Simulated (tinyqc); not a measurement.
Inside a calculation: averaged masses of warped heavy- and light-hole bands. Values are carried at full precision from step to step, so a last printed digit may differ when a step is redone from the rounded ones.

Constants: Ry = 13.60569312 eV; a0 (Bohr radius) = 0.5291772105 angstrom; kB = 8.617333262e-05 eV/K; hbar^2/2m0 = 3.80998211 eV angstrom^2.

Parameters, chosen for this exercise (near those of AlAs; not measured data):
- g1 = 3.76 (Luttinger gamma1)
- g2 = 0.82 (gamma2)
- g3 = 1.43 (gamma3)
- eps = 10.26 (dielectric constant)
- mso = 0.28 m0 (split-off mass)
- Dso = 0.284 eV (spin-orbit splitting)
- T = 400 K (temperature)

## Other forms of the parameters

Dresselhaus-Kip-Kittel form E = c [A k^2 -/+ sqrt(B^2 k^4 + C^2 (kx^2 ky^2 + ky^2 kz^2 + kz^2 kx^2))] with A = g1, B = 2 g2, C^2 = 12 (g3^2 - g2^2). Spherical form: mu = (6 g3 + 4 g2)/(5 g1), delta = (g3 - g2)/g1, masses 1/(g1 (1 -/+ mu)). Effective rydberg R* = Ry/(g1 eps^2) and radius a* = a0 g1 eps.

A, B, |C|: 3.760  1.640  4.058

mu, delta: 0.6309  0.1622

spherical masses, heavy and light (m0): 0.7205  0.1631

R* = 34.37 meV
a* = 20.4 angstrom

delta/mu = 0.26 measures the warping against the spherical splitting.

## Masses along six directions

Four-band hole energies E = c k^2 f(u), c = hbar^2/2m0, f = g1 -/+ 2 sqrt(g2^2 + 3 (g3^2 - g2^2) s), s = ux^2 uy^2 + uy^2 uz^2 + uz^2 ux^2 for the unit vector u; minus for heavy, plus for light holes; the mass along u is 1/f.

Give s and both masses.

Masses (m0):

| direction | s | heavy | light |
|---|---|---|---|
| [100] | 0.00000 | 0.4717 | 0.1852 |
| [110] | 0.25000 | 0.8688 | 0.1570 |
| [111] | 0.33333 | 1.1111 | 0.1511 |
| [310] | 0.09000 | 0.5822 | 0.1723 |
| [221] | 0.29630 | 0.9914 | 0.1536 |
| [331] | 0.27424 | 0.9298 | 0.1552 |

The heavy mass grows by a factor of 2.36 from [100] to [111] while the light one shrinks by 18 %; 1/m_heavy + 1/m_light = 2 g1 in every direction.

## Density-of-states masses from three directions

m_d^(3/2) is the angular mean of m(u)^(3/2). The rule mean = (10 F[100] + 16 F[110] + 9 F[111])/35 is exact for cubic harmonics up to sixth order. Total m_d = (m_h^(3/2) + m_l^(3/2))^(2/3).

m^(3/2):

| direction | heavy | light |
|---|---|---|
| [100] | 0.32396 | 0.07969 |
| [110] | 0.80986 | 0.06221 |
| [111] | 1.17121 | 0.05871 |

m_d heavy, light (m0): 0.8357  0.1638

total = 0.8834 m0
share of light holes = 8.0 %

## Averages on a grid

Grid: n x n midpoints in cos(theta) from 0 to 1 and phi from 0 to pi/2, equal weights. m_d = <f^(-3/2)>^(2/3). Conductivity mass for one scattering time: 1/m_c = <|w|^2 f^(-5/2)>/<f^(-3/2)> with w = grad_k(k^2 f)/(2 k), that is |w|^2 = f^2 + |angular gradient of f|^2/4.

Use n = 40.

m_d heavy, light (m0): 0.7966  0.1622

m_c heavy, light (m0): 0.6482  0.1601

The three-direction rule differs from the grid by +4.90 % for heavy holes. Warping makes m_c of the heavy holes 19 % smaller than m_d; on a sphere the two are equal.

## Effective density of states

Nv = 2 (kT/(4 pi c))^(3/2) [m_h^(3/2) + m_l^(3/2) + mso^(3/2) exp(-Dso/kT)], c = hbar^2/2m0, parabolic bands, m_h and m_l the density-of-states masses from the grid; 1 angstrom^-3 = 1e24 cm^-3.

prefactor = 3.8635e+19 cm^-3

the three terms: 0.71102  0.06531  0.00004

Nv = 3.000e+19 cm^-3

shares (%): 91.6  8.4  0.0

kT/Dso = 0.12, small enough for the four-band form.

## Checks

- m_d and m_c of heavy holes for g2 = g3 against 1/(g1 - 2 g3): they agree to 1e-10 or better.
- m_d of heavy holes on grids of 40 and 160: both 0.7966.

Computed by tinyqc, a small Python program: `OMP_NUM_THREADS=1 python tinyqc.py 1081213 1081214 out.jsonl` (the numbers bound the seed that draws the inputs); one thread of a shared host (Intel(R) Xeon(R) Processor @ 2.30GHz), about 0.02 s for the whole set of steps.
